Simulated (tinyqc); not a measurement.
Core-level spacing from the offsets.

Inverse problem. For an overlayer B on a substrate A, dEv = (iB - iA) - (cB - vB) + (cA - vA) in binding energies, and dEc + dEv = EgB - EgA. Find dEv and the spacing iB - iA that a thin film must show.

Values chosen for this exercise: gap of the substrate A EgA = 3.24 eV; gap of the overlayer B EgB = 6.01 eV.

dEc = 1.5454591 eV
cA - vA = 69.614541 eV
cB - vB = 85.99 eV

Solution. The gaps give dEv, and the Kraut relation is solved for the spacing.

dEv = 1.2245 eV
iB - iA = 17.600 eV

tinyqc, about 0.01 s, one thread, Intel Xeon 2.30GHz (shared host): `OMP_NUM_THREADS=1 python tinyqc.py 2410135 2410136 out.jsonl`
